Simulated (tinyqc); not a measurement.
What each integral does: Slater-Koster d bands of an fcc metal.

Values chosen for the exercise (out of a larger set: of the size met in Ni; not measured data):
- dds = -0.436 eV (dd sigma)
- ddp = 0.218 eV (dd pi)
- ddd = -0.048 eV (dd delta)

Levels at Gamma, E(t2g) = 3 dds + 4 ddp + 5 ddd, E(eg) = 1.5 dds + 6 ddp + 4.5 ddd, and W = sqrt(12 mu2), the width of a rectangular band with the same second moment mu2 = z (dds^2 + 2 ddp^2 + 2 ddd^2)/5, z = 12.

Results for these values:

| case | t2g (eV) | eg (eV) | W (eV) |
|---|---|---|---|
| base | -0.6760 | 0.4380 | 2.8887 |

What happens to each result for ddd = -0.0552 eV, all else kept?

Answer: t2g falls from -0.6760 to -0.7120; eg falls from 0.4380 to 0.4056; W rises from 2.8887 to 2.8961.

The same for each parameter in turn:

| case | t2g (eV) | eg (eV) | W (eV) |
|---|---|---|---|
| base | -0.6760 | 0.4380 | 2.8887 |
| dds = -0.3706 eV | -0.4798 | 0.5361 | 2.6126 |
| ddp = 0.1853 eV | -0.8068 | 0.2418 | 2.7541 |
| ddd = -0.0552 eV | -0.7120 | 0.4056 | 2.8961 |

The ratio of the shifts of t2g and eg names the integral: 3 : 1.5 for dds, 4 : 6 for ddp, 5 : 4.5 for ddd.

tinyqc: `OMP_NUM_THREADS=1 python tinyqc.py 1482325 1482326 out.jsonl`; about 0.06 s, one thread, shared Intel(R) Xeon(R) Processor @ 2.30GHz.
